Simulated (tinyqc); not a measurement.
Six-band Luttinger-Kohn model with strain, step by step. Values are carried at full precision from step to step, so a last printed digit may differ when a step is redone from the rounded ones.

Constants: hbar^2/2m0 = 3.80998211 eV angstrom^2.

Parameters, chosen for this exercise (near those of Ge; shifted at random, so the results belong to these values and not to a real crystal):
- C11 = 126.2 GPa
- C12 = 49.7 GPa
- C44 = 68.4 GPa
- load = uniaxial [100] (kind of stress)
- X = 1.44 GPa (stress)
- Dso = 0.295 eV (spin-orbit splitting)
- g1 = 13.41 (Luttinger gamma1)
- g2 = 4.28 (gamma2)
- g3 = 5.63 (gamma3)
- av = 1.25 eV (valence hydrostatic potential)
- b = -2.52 eV (tetragonal shear potential)
- d = -5.31 eV (trigonal shear potential)
- k = (-0.043, 0.007, 0) 1/angstrom (wave vector)
- kmax = 0.05 1/angstrom (end of the path)

## Strain from a uniaxial [100] stress

s11 = (C11 + C12)/((C11 - C12)(C11 + 2 C12)), s12 = -C12/((C11 - C12)(C11 + 2 C12)), s44 = 1/C44; exx = s11 sxx + s12 (syy + szz) and cyclic, exy = s44 sxy/2; tension is positive. A uniaxial stress X along the unit vector n is s_ij = X n_i n_j.

s11, s12, s44 (1/TPa): [10.1921, -2.8798, 14.6199]

strain tensor, rows x, y, z and columns alike:
```
[[0.014677, 0.000000, 0.000000],
 [0.000000, -0.004147, 0.000000],
 [0.000000, 0.000000, -0.004147]]
```

The volume changes by +0.638 %; there is no shear in the cubic axes, so d does not enter.

## The terms P, Q, R, S at one k

P = c g1 k^2 - av tr(e); Q = c g2 (kx^2 + ky^2 - 2 kz^2) - (b/2)(exx + eyy - 2 ezz); R = c sqrt3 [-g2 (kx^2 - ky^2) + 2i g3 kx ky] + (sqrt3/2) b (exx - eyy) - i d exy; S = 2 c sqrt3 g3 (kx - i ky) kz - d (exz - i eyz); c = hbar^2/2m0, e the strain tensor (not engineering shear).

Form the four terms.

Terms (eV):
```
term             from k  from strain
P               0.09697     -0.00798
Q               0.03095      0.02372
R     -0.05084-0.02237i     -0.04108
S               0.00000      0.00000
```

## The Hamiltonian

Six-band Luttinger-Kohn model in the basis |3/2,3/2>, |3/2,1/2>, |3/2,-1/2>, |3/2,-3/2>, |1/2,1/2>, |1/2,-1/2>, electron energies, zero at the top of the unstrained valence band. H = -[rows: (P+Q, -S, R, 0, -S/r2, r2 R); (-S*, P-Q, 0, R, -r2 Q, r32 S); (R*, 0, P-Q, S, r32 S*, r2 Q); (0, R*, S*, P+Q, -r2 R*, -S*/r2); (-S*/r2, -r2 Q, r32 S, -r2 R, P+Dso, 0); (r2 R*, r32 S*, r2 Q, -S/r2, 0, P+Dso)], r2 = sqrt(2), r32 = sqrt(3/2). Levels are twofold.

Each term is the sum of its two parts.

H(k) (eV), rows 3/2,3/2, 3/2,1/2, 3/2,-1/2, 3/2,-3/2, 1/2,1/2, 1/2,-1/2 and columns alike:
```
[[-0.1437, 0, 0.0919+0.0224i, 0, 0, 0.1300+0.0316i],
 [0, -0.0343, 0, 0.0919+0.0224i, 0.0773, 0],
 [0.0919-0.0224i, 0, -0.0343, 0, 0, -0.0773],
 [0, 0.0919-0.0224i, 0, -0.1437, -0.1300+0.0316i, 0],
 [0, 0.0773, 0, -0.1300-0.0316i, -0.3840, 0],
 [0.1300-0.0316i, 0, -0.0773, 0, 0, -0.3840]]
```

## Levels and their make-up

Diagonalise H. The weights add +m and -m and are averaged over each pair; m is taken along z.

levels from the top, each twofold (eV): [0.0203, -0.1108, -0.4714]

weights, rows |3/2,+-3/2>, |3/2,+-1/2>, |1/2,+-1/2>; columns top, second, third:
```
[[0.250, 0.569, 0.182],
 [0.750, 0.189, 0.061],
 [0.000, 0.242, 0.758]]
```

The top pair is 75 % |3/2,+-1/2>, the second pair is 57 % |3/2,+-3/2> and the third pair is 76 % |1/2,+-1/2>.

## Band edges at k = 0
Diagonalise H at k = 0. The weights add +m and -m (m along z) and are averaged over each pair.

edges from the top (eV): [0.0554, -0.0224, -0.3040]

weights at k = 0, rows |3/2,+-3/2>, |3/2,+-1/2>, |1/2,+-1/2>; columns top, second, third:
```
[[0.250, 0.705, 0.045],
 [0.750, 0.235, 0.015],
 [0.000, 0.060, 0.940]]
```

The stress splits the top two pairs by 77.9 meV, 3.01 times kT at 300 K (25.85 meV); the third lies 359.4 meV below the top, against Dso = 295 meV without stress.

## Polarisation of the edge transitions

In the basis X, Y, Z times spin, H(k = 0) has -Dso/3 + l exx + m (eyy + ezz) on the diagonal (cyclic) and n exy off it, l = av + 2 b, m = av - b, n = sqrt(3) d. Spin-orbit term (Dso/3) L.sigma on X, Y, Z with (L_k)_ij = -i epsilon_kij: <X+|H|Y+> = -i Dso/3, <X+|H|Z-> = Dso/3, <Y+|H|Z-> = -i Dso/3, <Z+|H|X-> = -Dso/3, <Z+|H|Y-> = i Dso/3, <X-|H|Y-> = i Dso/3, and their conjugates; + and - are the spin along z. The strength of a transition to an s-like conduction level for light polarised along the unit vector u is the weight of the orbital ux X + uy Y + uz Z in the valence state, summed over spin and averaged over the pair.

strain block of X, Y, Z (eV), rows X, Y, Z and columns alike:
```
[[-0.08689, 0, 0],
 [0, 0.05541, 0],
 [0, 0, 0.05541]]
```

Relative strengths:
```
polarisation    top  second  third
[100]         0.000   0.422  0.578
[010]         0.500   0.289  0.211
[001]         0.500   0.289  0.211
[110]         0.250   0.355  0.395
[1-10]        0.250   0.355  0.395
[111]         0.333   0.333  0.333
```

The top pair is strongest for light along [010] and [001] (0.500) and weakest along [100] (0.000); without strain every direction has 1/3 on average over the fourfold top. For each polarisation the three pairs add up to 1.

## Hole masses at the edges

Curvature at k = 0: m/m0 = -2 c h^2/(E(h u) + E(-h u) - 2 E(0)) with h = 0.0002 1/angstrom along the unit vector u.

Hole masses (m0):
```
direction    top  second  third
[110]      0.089   0.072  0.067
[1-10]     0.089   0.072  0.067
[100]      0.206   0.064  0.051
[001]      0.057   0.081  0.097
```

Of the directions listed, the top pair is lightest along [001] (0.057) and heaviest along [100] (0.206). These masses hold only for hole energies well below the splitting of 78 meV.

## Bands along [100] and [001]

Six points from 0 to kmax in each direction.

Levels (eV):
```
direction  |k| (1/angstrom)      top   second    third  top, no stress  second, no stress
[100]                 0.000   0.0554  -0.0224  -0.3040          0.0000             0.0000
[100]                 0.010   0.0536  -0.0283  -0.3116         -0.0018            -0.0083
[100]                 0.020   0.0480  -0.0451  -0.3353         -0.0074            -0.0323
[100]                 0.030   0.0388  -0.0700  -0.3778         -0.0166            -0.0690
[100]                 0.040   0.0258  -0.0996  -0.4425         -0.0296            -0.1133
[100]                 0.050   0.0092  -0.1313  -0.5321         -0.0462            -0.1589
[001]                 0.000   0.0554  -0.0224  -0.3040          0.0000             0.0000
[001]                 0.010   0.0489  -0.0273  -0.3080         -0.0018            -0.0083
[001]                 0.020   0.0318  -0.0437  -0.3205         -0.0074            -0.0323
[001]                 0.030   0.0107  -0.0759  -0.3438         -0.0166            -0.0690
[001]                 0.040  -0.0101  -0.1235  -0.3828         -0.0296            -0.1133
[001]                 0.050  -0.0310  -0.1780  -0.4452         -0.0462            -0.1589
```

## Checks

- Levels against the same model in the basis X, Y, Z times spin: they agree to 1e-10 or better.

Program tinyqc; command `OMP_NUM_THREADS=1 python tinyqc.py 1080691 1080692 out.jsonl`; about 0.06 s on one thread of a shared Intel(R) Xeon(R) Processor @ 2.30GHz.
